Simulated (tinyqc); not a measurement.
## Film and buried-oxide thickness from two coupling ratios

Inverse problem. In a depleted film -dVT/dVb is k1 = Cs Cbox/(Cox (Cs + Cbox)) for a front channel and k2 = Cbox (Cox + Cs)/(Cox Cs) for a back channel, with Cox = eps0 eox/tox, Cs = eps0 eps_r/ts, Cbox = 3.9 eps0/tb. Find ts and tb.

Parameters, values chosen for the exercise; band and dielectric values close to those of In0.53Ga0.47As:
```
symbol,value,unit,meaning
eps_r,13.8,,relative permittivity
eox,25.6,,relative permittivity of the gate insulator (close to zirconium oxide)
tox,3.3,nm,insulator thickness
```

coupling ratios for a front and a back channel: [0.025027902, 0.37264606]

Solution. With y = Cox/Cs and z = Cox/Cbox, 1/k1 = y + z and k2 = (1 + y)/z, so y = (k2/k1 - 1)/(1 + k2); the thicknesses follow from y and z.

ts = 18.00 nm
tb = 15.00 nm

tinyqc, about 0.4 s, one thread, Intel Xeon 2.30GHz (shared host): `OMP_NUM_THREADS=1 python tinyqc.py 2190011 2190012 out.jsonl`
